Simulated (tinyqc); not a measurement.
Pariser-Parr-Pople SCF with singles CI, for the molecule C=C1C=CC=C(N)C=C1 (SMILES; centres numbered as the heavy atoms are written), step by step. Computed by tinyqc, a small Python program that keeps every step. Settings: charge = 0, gamma = Ohno, start = huckel, damping = 0.5, iteration cap = 52, excitations kept = 4. Command: `OMP_NUM_THREADS=1 python tinyqc.py 25571 25572 out.jsonl` (the two numbers bound the seeds that draw the settings). One thread of a shared host (Intel(R) Xeon(R) Processor @ 2.60GHz), about 0.01 s of CPU time with the checks.

Centres (angstrom, eV; a flat drawing with bonds scaled to 1.40 angstrom):

| centre | x | y | core charge z | W | gamma_rr |
|---|---|---|---|---|---|
| 1C | 2.938000 | -0.522000 | 1 | 11.160000 | 11.130000 |
| 2C | 1.573000 | -0.210000 | 1 | 11.160000 | 11.130000 |
| 3C | 1.261000 | 1.155000 | 1 | 11.160000 | 11.130000 |
| 4C | 0.000000 | 1.762000 | 1 | 11.160000 | 11.130000 |
| 5C | -1.261000 | 1.155000 | 1 | 11.160000 | 11.130000 |
| 6C | -1.573000 | -0.210000 | 1 | 11.160000 | 11.130000 |
| 7N | -2.938000 | -0.522000 | 2 | 25.600000 | 16.800000 |
| 8C | -0.700000 | -1.305000 | 1 | 11.160000 | 11.130000 |
| 9C | 0.700000 | -1.305000 | 1 | 11.160000 | 11.130000 |

Resonance integrals (eV):

| i | j | beta |
|---|---|---|
| 1 | 2 | -2.390000 |
| 2 | 3 | -2.390000 |
| 3 | 4 | -2.390000 |
| 4 | 5 | -2.390000 |
| 5 | 6 | -2.390000 |
| 6 | 7 | -2.240000 |
| 6 | 8 | -2.390000 |
| 8 | 9 | -2.390000 |
| 9 | 2 | -2.390000 |

Stop when output and input P, before any damping, agree to 1e-7.

Course of the cycle:

| iteration | E (eV) | largest \|P(out) - P(in)\| |
|---|---|---|
| 1 | -138.99363460 | 3.17e-01 |
| 2 | -139.74532318 | 1.74e-01 |
| 3 | -140.14754288 | 9.88e-02 |
| 4 | -140.36786268 | 5.80e-02 |
| 5 | -140.48979925 | 3.51e-02 |
| 6 | -140.55771124 | 2.19e-02 |
| 7 | -140.59576234 | 1.55e-02 |
| 8 | -140.61723771 | 1.23e-02 |
| 9 | -140.62946857 | 9.77e-03 |
| 10 | -140.63651151 | 7.82e-03 |
| 11 | -140.64061927 | 6.27e-03 |
| ... | ... | ... |
| 42 | -140.64695282 | 2.01e-05 |
| 43 | -140.64695283 | 1.69e-05 |
| 44 | -140.64695284 | 1.42e-05 |
| 45 | -140.64695285 | 1.20e-05 |
| 46 | -140.64695285 | 1.01e-05 |
| 47 | -140.64695286 | 8.47e-06 |
| 48 | -140.64695286 | 7.13e-06 |
| 49 | -140.64695286 | 6.00e-06 |
| 50 | -140.64695286 | 5.05e-06 |
| 51 | -140.64695286 | 4.25e-06 |
| 52 | -140.64695286 | 3.58e-06 |

Can the last value be used, and what does the course show?

Not by the stop rule, although the second column moves by less than 1e-07 over the last three steps. Not converged within 52 iterations: the residual falls steadily but slowly, by a factor of about 0.84 a step. Reruns (cap 100 unless said): damping 0: converged in 34 (E = -140.64695); the original settings with a cap of 400: converged in 73 (E = -140.64695).
